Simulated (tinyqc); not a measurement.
# Input admittance of a MOSFET at zero drain bias: distributed channel and distributed gate: dividing a fixed width into fingers

Source and drain grounded, strong inversion, w = 2 pi f, Cox = eps0 eox/tox. The channel is an RC line of resistance 1/(mu Cox Vo) per square fed from both ends, so one finger has the intrinsic admittance y = i w Cox L tanh(g)/g per width, g = (1/2) sqrt(i w tau), tau = L^2/(mu Vo). The vertical resistance rv/L is in series with y, the overlaps 2 i w Cov in parallel: y_t = 1/(1/y + rv/L) + 2 i w Cov. The gate strip is a line of Rsh/L per length loaded by y_t, so a finger has Y = y_t Wf tanh(k)/k, k = (Wf/sd) sqrt(y_t Rsh/L); the device has Nf Y.

Low-frequency limits, with c = Cox L and ct = c + 2 Cov: R_strip = Rsh Wf/(3 sd^2 L Nf), R_ch = (c/ct)^2 L/(12 mu Cox Vo Wf Nf), R_vert = (c/ct)^2 rv/(L Wf Nf), C = ct Wf Nf. Total width Wf Nf = 180 um; each finger also has a contact resistance Rc at each contacted end, which adds Rc/(sd Nf). The resistances are low-frequency limits, good while |k| is below about 1; the far-point signal is |1/cosh k| at f, without Rc.

Parameters, values chosen for the exercise; values of the order met in silicon radio-frequency transistors:
```
symbol  value        unit                                                                 meaning
eox      25.7              relative permittivity of the gate insulator (close to zirconium oxide)
tox        13          nm                                                     insulator thickness
L         1.6          um                                                          channel length
mu        110  cm^2/(V s)                                                        channel mobility
Vo       0.34           V                                                          gate overdrive
Rsh        18  ohm/square                                            sheet resistance of the gate
rv        1.4    ohm um^2                                  vertical resistivity of the gate stack
sd          2                                       number of ends at which a finger is contacted
Cov      0.17       fF/um                             overlap and fringe capacitance on each side
f         2.2         GHz                                                               frequency
```

Constants: eps0 = 8.8541878128e-14 F/cm where lengths are in cm. Results are converted to the units shown.

The same in every row: R_ch + R_vert (ohm) = 11.05.

Dividing a fixed width into fingers:
```
Nf	Wf (um)	R_strip (ohm)	Rc/(sd Nf) for Rc = 30 ohm (ohm)	sum (ohm)	signal at the far point
1	180.0	168.8	15.00	194.8	0.02148
2	90.00	42.19	7.500	60.74	0.2090
4	45.00	10.55	3.750	25.35	0.6185
8	22.50	2.637	1.875	15.56	0.8880
16	11.25	0.6592	0.9375	12.65	0.9714
32	5.625	0.1648	0.4688	11.68	0.9928
64	2.812	0.04120	0.2344	11.33	0.9982
128	1.406	0.01030	0.1172	11.18	0.9996
```

R_strip falls as 1/Nf^2, from 169 to 0.0103 ohm, the contact term as 1/Nf, and R_ch + R_vert stays at 11.0 ohm since the total width is fixed. The sum is within a factor 1.5 of that floor from Nf = 8 on. More fingers add wiring capacitance, which is left out.

Numbers from tinyqc (`OMP_NUM_THREADS=1 python tinyqc.py 2262163 2262164 out.jsonl`; about 0.01 s on one thread of a shared Intel Xeon 2.30GHz).
